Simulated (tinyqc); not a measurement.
G0W0 on RHF in the 6-31g basis, for H-, spin multiplicity 1, step by step. The basis has no diffuse functions, so it cannot describe the extra electron: this is an exercise in the method, not the real anion. Computed by tinyqc, a small Python program that keeps every step (integrals from PySCF). Settings: charge = -1, multiplicity = 1, basis = 6-31g, method = RHF, energy threshold = 1e-10, iteration cap = 65, orthogonalisation = symmetric, start = atomic densities, DIIS depth = 6. Command: `OMP_NUM_THREADS=1 python tinyqc.py 23253 23254 out.jsonl` (the two numbers bound the seeds that draw the settings). One thread of a shared host (Intel(R) Xeon(R) Processor @ 2.60GHz), about 0.06 s of CPU time with the checks. The early iterations of the SCF are left out here.

## One-electron integrals

Geometry (angstrom):
```
atom         x         y         z
H     0.000000  0.000000  0.000000
```

Basis 6-31g: exponents (1/bohr^2) and contraction coefficients of normalised primitives:
```
element  l (shell)   exponent  coefficient
H            s (1)  18.731137     0.033495
H            s (1)   2.825394     0.234727
H            s (1)   0.640122     0.813757
H            s (2)   0.161278     1.000000
```

Overlap, kinetic and nuclear-attraction integrals over the contracted functions; the nuclear repulsion is the sum of Za Zb / Rab.

nuclear repulsion = 0 hartree

overlap S, order 1H 1s, 1H 2s:
$$\begin{pmatrix}
1.000000 & 0.658292 \\
0.658292 & 1.000000
\end{pmatrix}$$

kinetic energy T (hartree), order 1H 1s, 1H 2s:
$$\begin{pmatrix}
1.395678 & 0.259735 \\
0.259735 & 0.241917
\end{pmatrix}$$

nuclear attraction V (hartree), order 1H 1s, 1H 2s:
$$\begin{pmatrix}
-1.653231 & -0.742311 \\
-0.742311 & -0.640851
\end{pmatrix}$$

core Hamiltonian H = T + V (hartree), order 1H 1s, 1H 2s:
$$\begin{pmatrix}
-0.257552 & -0.482576 \\
-0.482576 & -0.398935
\end{pmatrix}$$

## Two-electron integrals

Functions are numbered as in S; the eight-fold symmetry (ij|kl) = (ji|kl) = (kl|ij) leaves the list below.

Two-electron integrals (ij|kl) in chemists' order, unique and non-zero (hartree):
```
(11|11) 1.076566   (21|11) 0.578470   (21|21) 0.329423   (22|11) 0.587396
(22|21) 0.361304   (22|22) 0.453150
```

## Orthogonalisation

S = U s U^T; symmetric (Loewdin) form X = U s^(-1/2) U^T, so that X^T S X = 1.

eigenvalues of S: [0.341708, 1.658292]

X, order 1H 1s, 1H 2s:
$$\begin{pmatrix}
1.243622 & -0.467072 \\
-0.467072 & 1.243622
\end{pmatrix}$$

## Iteration 9 (converged): orbitals

converged F (hartree), order 1H 1s, 1H 2s:
$$\begin{pmatrix}
0.609643 & -0.123666 \\
-0.123666 & 0.101393
\end{pmatrix}$$

Diagonalise F' = X^T F X, C = X C', fill 1 alpha and 1 beta electrons from the bottom; D = 2 C_occ C_occ^T. Each column has its largest component positive (the first on a tie).

F' = X^T F X (hartree):
$$\begin{pmatrix}
1.108658 & -0.631254 \\
-0.631254 & 0.433477
\end{pmatrix}$$

orbital energies (hartree): MO1 0.055212, MO2 1.486923

coefficients C, order 1H 1s, 1H 2s:
$$\begin{pmatrix}
0.238585 & 1.306840 \\
0.826681 & -1.039880
\end{pmatrix}$$

D after iteration 9, order 1H 1s, 1H 2s:
$$\begin{pmatrix}
0.113846 & 0.394468 \\
0.394468 & 1.366804
\end{pmatrix}$$

## Convergence

Stop when the energy changes by less than 1e-10 hartree and every element of the error matrix X^T (F D S - S D F) X is below 3e-06.

Course of the cycle:
```
iteration  E (hartree)     change  largest element of the error matrix
1          -0.29959326          -                             5.53e-01
2          -0.42103847  -1.21e-01                             5.94e-02
3          -0.42244136  -1.40e-03                             1.19e-03
4          -0.42244181  -4.51e-07                             5.40e-04
5          -0.42244188  -6.77e-08                             3.50e-04
6          -0.42244190  -2.22e-08                             2.60e-04
7          -0.42244191  -9.93e-09                             2.07e-04
8          -0.42244193  -1.71e-08                             1.24e-06
9          -0.42244193  -6.17e-13                             9.07e-09
```

PySCF RHF in the same basis = -0.42244193 hartree

Converged in 9 iterations.

## Integrals over molecular orbitals

(pq|rs) = sum C_ip C_jq C_kr C_ls (ij|kl), one index at a time.

one-electron integrals over orbitals h = C^T H C (hartree):
$$\begin{pmatrix}
-0.477654 & -0.138978 \\
-0.138978 & 0.440356
\end{pmatrix}$$

Two-electron integrals over orbitals (pq|rs), unique and non-zero (hartree):
```
(11|11) 0.532867   (21|11) 0.138978   (21|21) 0.136050   (22|11) 0.591309
(22|21) 0.243852   (22|22) 0.778941
```

## Screening: direct RPA

With D = e_a - e_i and K = (ia|jb): diagonalise D^(1/2) (D + 4K) D^(1/2) = Z w^2 Z^T; X + Y = D^(1/2) Z w^(-1/2), each column of Z with its largest component positive (the first on a tie); E_c = (sum w - tr (D + 2K)) / 2.

D^(1/2) (D + 4K) D^(1/2) (hartree^2), order 1>2:
$$\begin{pmatrix}
2.828934
\end{pmatrix}$$

excitation energies w (hartree): [1.681944]

X + Y, order 1>2:
$$\begin{pmatrix}
0.922618
\end{pmatrix}$$

RPA correlation energy = -0.01093389 hartree

## G0W0 on Hartree-Fock: HOMO

W(p,q,m) = sqrt2 sum_ia (pq|ia) (X+Y)_ia,m; Sigma_c(x) = sum_(i,m) W^2/(x - e_i + w_m) + sum_(a,m) W^2/(x - e_a - w_m); solve x = e_p + Sigma_c(x) by Newton steps; Z = 1/(1 - dSigma/dx); 1 hartree = 27.211386 eV.

The 12 largest terms at x = e_p (hartree; W for the signs of X + Y given):
```
q  m         W       term
1  1  0.181336   0.019550
2  1  0.177516  -0.010121
```

Newton steps (hartree):
```
step         x  Sigma_c(x)         Z
0     0.055212    0.009430  0.985344
1     0.064504    0.009292  0.985449
2     0.064504    0.009292  0.985449
```

quasiparticle energy of the HOMO = 1.755255 eV

Hartree-Fock value = 1.502403 eV

## G0W0 on Hartree-Fock: LUMO

As before.

The 12 largest terms at x = e_p (hartree; W for the signs of X + Y given):
```
q  m         W       term
2  1  0.318173  -0.060189
1  1  0.177516   0.010121
```

Newton steps (hartree):
```
step         x  Sigma_c(x)         Z
0     1.486923   -0.050068  0.962431
1     1.438736   -0.048233  0.964159
2     1.438692   -0.048231  0.964161
```

quasiparticle energy of the LUMO = 39.148792 eV

Hartree-Fock value = 40.461226 eV
